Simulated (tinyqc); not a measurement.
Worked calculation: plane-wave Kohn-Sham cycle with exchange-only LDA in a layered model solid. One step of it, computed by the program tinyqc.

Problem. Iteration 2: potential. V_H(G) = 4 pi rho(G)/G^2 for G != 0 (uniform background); v_x = -(3 rho/pi)^(1/3); V = V_ext + V_H + v_x; Fourier components f(G_m) = (1/N) sum_j f(x_j) exp(-i G_m x_j).

A solid whose potential varies along x alone (atomic units):
```
parameter,value
period a,8.000000
cross-section of the cell,20.000000
electrons per cell,4
grid points,16
"plane waves -n..n, n",3
k points,3
V1 in V1 cos(2 pi x/a),-0.220000
V2 in V2 cos(4 pi x/a),-0.030000
```

density after iteration 1 (e/bohr^3): 0.02903272  0.02931074  0.02949079  0.02850381  0.02617770  0.02326726  0.02065960  0.01891819  0.01831110  0.01891819  0.02065960  0.02326726  0.02617770  0.02850381  0.02949079  0.02931074

Give: Potentials on the grid; V(G_m), m = 0, 1, 2, ....

Solution.

Potentials on the grid (hartree):
```
x,V_ext,V_H,v_x,V
0.0000,-0.2500,0.1107,-0.3027,-0.4419
0.5000,-0.2245,0.1043,-0.3036,-0.4238
1.0000,-0.1556,0.0844,-0.3042,-0.3754
1.5000,-0.0630,0.0507,-0.3008,-0.3131
2.0000,0.0300,0.0063,-0.2924,-0.2561
2.5000,0.1054,-0.0416,-0.2811,-0.2174
3.0000,0.1556,-0.0842,-0.2702,-0.1988
3.5000,0.1820,-0.1133,-0.2624,-0.1937
4.0000,0.1900,-0.1237,-0.2596,-0.1932
4.5000,0.1820,-0.1133,-0.2624,-0.1937
5.0000,0.1556,-0.0842,-0.2702,-0.1988
5.5000,0.1054,-0.0416,-0.2811,-0.2174
6.0000,0.0300,0.0063,-0.2924,-0.2561
6.5000,-0.0630,0.0507,-0.3008,-0.3131
7.0000,-0.1556,0.0844,-0.3042,-0.3754
7.5000,-0.2245,0.1043,-0.3036,-0.4238
```

V(G_m), m = 0, 1, 2, ... (hartree): -0.2870  -0.0623  -0.0154  0.0001  0.0001  0.0000  0.0000
